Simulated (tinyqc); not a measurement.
Two-step dopant diffusion (predeposition and drive-in) with a constant diffusivity: one step, computed by the program tinyqc.

Fick diffusion into a half space x > 0 whose background doping C_B is of the opposite type, so that a junction lies where C = C_B.

Problem. Thermal budget with ramps. D = D0 exp(-E/(k_B T)). Temperatures in kelvin are T(C) + 273.15. One ramp between the stand-by temperature and T2 adds int D dT / rate (40-point Gauss-Legendre); the usual estimate counts it as an extra time k_B T2^2/(E rate) at T2. (Dt)2 = D2 t2 + two ramps, times in seconds.

Inputs (values chosen for the exercise, modelled on phosphorus in silicon):
```
quantity                      value    unit
prefactor D0                   3.77  cm^2/s
activation energy E            3.72      eV
predeposition temperature T1   1025       C
drive-in temperature T2        1175       C
drive-in time t2                120     min
ramp rate                         8   C/min
stand-by temperature            750       C
```

Furnace ramps of the drive-in: linear ramps.

D2 = 4.267623e-13 cm^2/s

Constants: k_B = 8.617333262e-05 eV/K.

Give: budget of one ramp; estimated extra time of one ramp; drive-in budget (Dt)2.

Solution.

budget of one ramp = 1.460e-10 cm^2

estimated extra time of one ramp = 6.072 min

drive-in budget (Dt)2 = 3.365e-09 cm^2

The integral equals 5.70 min at T2, against the estimate 6.07 min; both ramps make 8.7 % of the budget.
